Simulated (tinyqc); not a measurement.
Length of a polyene: Hueckel, PPP and singles CI along the polyenes. Computed by the program tinyqc. Hueckel uses the same beta without repulsion; CIS keeps all single excitations and so misses the low, doubly excited 2Ag state. W is the valence ionisation energy of a centre, MN the Mataga-Nishimoto formula, f the oscillator strength.

All-trans chains of carbon centres 1.40 angstrom apart:

| parameter | value |
|---|---|
| beta (eV), times 1 +/- alternation | -2.260000 |
| alternation | 0 |
| W (eV) | 11.160000 |
| gamma_rr (eV) | 9.920000 |
| repulsion formula | MN |

Gaps and excitations (eV):

| centres | Hueckel gap | PPP orbital gap | bright singlet (CIS) | f | lowest triplet (CIS) |
|---|---|---|---|---|---|
| 2 | 4.520 | 9.570 | 6.955 | 0.596 | 2.085 |
| 4 | 2.794 | 7.244 | 4.886 | 1.039 | 1.166 |
| 6 | 2.012 | 6.055 | 3.876 | 1.499 | 0.749 |
| 8 | 1.570 | 5.325 | 3.267 | 1.948 | 0.516 |
| 12 | 1.090 | 4.468 | 2.555 | 2.782 | 0.272 |
| 14 | 0.945 | 4.195 | 2.327 | 3.165 | 0.202 |

Estimate the missing row, centres = 10.

Computed row:
```
centres  Hueckel gap  PPP orbital gap  bright singlet (CIS)      f  lowest triplet (CIS)
10             1.287            4.828                 2.855  2.377                 0.371
```

The Hueckel gap tends to 4 x alternation x |beta| = 0.00 eV for long chains (zero without alternation, falling as 1/N). Exchange opens the PPP orbital gap, and the attraction of electron and hole brings the bright state 1.87 eV below it at 14 centres; the triplet lies 2.12 eV lower still.
